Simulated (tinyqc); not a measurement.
Model-solid line-up of a strained alloy layer on a substrate, step by step. Values are carried at full precision from step to step, so a last printed digit may differ when a step is redone from the rounded ones.

All values of the alloy are linear in x but the gap, Eg(x) = (1 - x) Eg_A + x Eg_B - C x (1 - x), and the valence edge, Ev(x) = (1 - x) Ev_A + x Ev_B + fv C x (1 - x); Ec = Ev + Eg. Ev is the top of the unstrained valence band on a scale common to all materials. In the layer only the Gamma valley of the conduction band is followed, also where an X or L valley would lie lower.

Values chosen for the exercise (A near InP, B near GaP, substrate near Ge; shifted at random, so the results belong to these values and not to a real crystal): a = (5.866, 5.452) angstrom (lattice constant of A, B); Eg = (1.405, 2.868) eV (gap at Gamma to the s-like level of A, B); Dso = (0.107, 0.079) eV (spin-orbit splitting of A, B); Ev = (-0.94, -1.27) eV (top of the unstrained valence band of A, B); ac = (-6.02, -8.25) eV (conduction deformation potential of A, B); av = (0.61, 1.7) eV (valence hydrostatic potential of A, B); b = (-2.01, -1.58) eV (tetragonal shear potential of A, B); d = (-5.05, -4.54) eV (trigonal shear potential of A, B); C11 = (102, 140.5) GPa (of A, B); C12 = (56.5, 62.4) GPa (of A, B); C44 = (46.2, 71) GPa (of A, B); C = 0.733 eV (bowing of the gap); fv = 0 (share of the bowing taken by the valence edge); x = 0.76 (fraction of B); a_s = 5.661 angstrom (substrate); face = 001 (growth face); Eg_s = 0.753 eV (lowest gap of the substrate); Ev_s = -0.35 eV (substrate valence edge).

## Values of the alloy

Interpolate.

Alloy at x (a in angstrom, C11, C12, C44 in GPa, all else in eV):

| symbol | value |
|---|---|
| a | 5.5514 |
| Eg | 2.3832 |
| Dso | 0.0857 |
| Ev | -1.1908 |
| ac | -7.7148 |
| av | 1.4384 |
| b | -1.6832 |
| d | -4.6624 |
| C11 | 131.2600 |
| C12 | 60.9840 |
| C44 | 65.0480 |

## Strain on the (001) substrate

Coherent growth on a (001) face: e_par = (a_s - a)/a, e_perp = -2 (C12/C11) e_par; exx = eyy = e_par, ezz = e_perp, no shear.

Use the values of the alloy.

e_par = 0.019750
e_perp = -0.018352

strain tensor in the cubic axes:
```
          x         y          z
x  0.019750  0.000000   0.000000
y  0.000000  0.019750   0.000000
z  0.000000  0.000000  -0.018352
```

The layer is under tension in the plane; its volume changes by +2.115 %.

## Strained band edges

Strained edges: Ec + ac tr(e); the valence edges are Ev plus the levels of the 6 x 6 matrix of X, Y, Z times spin with -Dso/3 + l exx + m (eyy + ezz) on the diagonal (cyclic), n exy off it, l = av + 2 b, m = av - b, n = sqrt(3) d. Spin-orbit term (Dso/3) L.sigma on X, Y, Z with (L_k)_ij = -i epsilon_kij: <X+|H|Y+> = -i Dso/3, <X+|H|Z-> = Dso/3, <Y+|H|Z-> = -i Dso/3, <Z+|H|X-> = -Dso/3, <Z+|H|Y-> = i Dso/3, <X-|H|Y-> = i Dso/3, and their conjugates; + and - are the spin along z.

Give the hydrostatic shifts, the strain block and the edges.

ac tr(e), av tr(e) (eV): -0.1632  0.0304

strain block (eV):
```
         X        Y       Z
X  -0.0337        0       0
Y        0  -0.0337       0
Z        0        0  0.1587
```

Ec and the three valence edges from the top (eV): 1.0292  -1.0535  -1.2245  -1.2888

strained gap = 2.0828 eV

Strain moves the gap by -300 meV: -194 meV from the volume and -107 meV from the splitting of the valence edge, which always raises the top.

## Offsets against the substrate material

dEc = Ec(substrate) - Ec(layer), dEv = Ev(layer) - Ev(substrate); positive values confine the carrier in the layer. Type I: both of one sign; type II: opposite signs; type III: the gaps do not overlap.

Give also the smallest gap across the interface, min Ec - max Ev.

dEc = -0.6262 eV
dEv = -0.7035 eV

type: I

smallest gap = 0.7530 eV

Both carriers collect in the substrate material; the conduction band takes 47 % of the gap difference. Where the alloy is indirect its X or L edge, left out, lies lower and changes dEc.

## Critical thickness (Matthews-Blakeslee, single layer)

h = K (ln(h/b) + 1) with K = b (1 - nu/4)/(4 pi |e_par| (1 + nu)) for 60-degree dislocations, b = a/sqrt(2) the Burgers vector (not the shear potential of the table), nu = C12/(C11 + C12). Iterate from h = 10 b until h changes by less than 1e-6 of itself.

b (Burgers vector) = 3.9254 angstrom
nu = 0.3172
K = 11.06 angstrom

first iterates (angstrom): 39.3  36.5  35.7  35.5  35.4  35.4

critical thickness = 3.54 nm

Thicker layers can relax, and the strained edges then no longer apply; metastable growth often exceeds this equilibrium value.

## Checks

- Valence edges against the closed form for (001) strain: they agree to 1e-10 or better.

tinyqc: `OMP_NUM_THREADS=1 python tinyqc.py 1081244 1081245 out.jsonl`; about 0.02 s, one thread, shared Intel(R) Xeon(R) Processor @ 2.30GHz.
